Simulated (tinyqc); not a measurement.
Reverse leakage of an n+-p junction: diffusion, generation, trap-assisted and band-to-band tunnelling: one step of the calculation.

One-sided abrupt junction in the depletion approximation, x from the junction (0) to W on the p side, field F = F0 (1 - x/W). Flat quasi-Fermi levels, long p side. Traps generate through SRH with both lifetimes shortened by 1 + Gamma (Hurkx enhancement, form for moderate fields); band-to-band generation is local and needs a total bending above Eg.

Problem. Current components. u = (Vbi + VR)(1 - x/W)^2, p = Na exp(-u/Vt), n = Nd exp((u - Vbi - VR)/Vt); G0 = ni^2 (1 - exp(-VR/Vt))/(tau (n + p + 2 ni cosh(Et/Vt))); Gamma = 2 sqrt(3 pi)(F/FG) exp((F/FG)^2); trap-assisted part G0 Gamma; G_bb = Ab F^2.5 exp(-Bb/F) with F in V/cm, zero unless Vbi + VR > Eg. 12 equal steps.

Each current is q times the trapezoid sum of its rate; J adds J_diff; J_bb under 1e-8 of the sum is given as 0.

Constants: q = 1.602176634e-19 C. Results are converted to the units shown.

```
point     x (nm)  G0 (cm^-3 s^-1)  G0 Gamma (cm^-3 s^-1)  G_bb (cm^-3 s^-1)
0        0.00000     5.1471984e11           3.3961473e12          21139.341
1        9.59609     8.5863507e15           4.8252494e16          109.53151
2       19.19218     2.6422174e19           1.2622529e20         0.20265634
3       28.78826     4.6299210e19           1.8733919e20       9.5231591e-5
4       38.38435     4.6310517e19           1.5775827e20                 ~0
5       47.98044     4.6302960e19           1.3155719e20                 ~0
6       57.57653     4.4535367e19           1.0404583e20                 ~0
7       67.17261     8.9613942e18           1.6844179e19                 ~0
8       76.76870     2.4617758e17           3.5968631e17                 ~0
9       86.36479     1.2834812e16           1.3753482e16                 ~0
10      95.96088     1.5509581e15           1.0904198e15                 ~0
11     105.55696     4.3638857e14           1.5194068e14                 ~0
12     115.15305     2.8595370e14                      0                  0
```

J_diff = 7.7750832e-9 A/cm^2

Find: J_SRH; J_TAT; J_bb; J.

Solution.

J_SRH = 3.3686e-5 A/cm^2
J_TAT = 1.1134e-4 A/cm^2
J_bb = 0 A/cm^2
J = 1.4504e-4 A/cm^2

Range of the model: The n+ side is degenerate, so Vbi from Boltzmann statistics is only a guide.

Computed by the program tinyqc: `OMP_NUM_THREADS=1 python tinyqc.py 2290056 2290057 out.jsonl`, one thread of a shared Intel Xeon 2.30GHz, about 0.01 s for the whole run.

~0 in a residual or rate marks an entry under 1e-11 of the largest of its column.
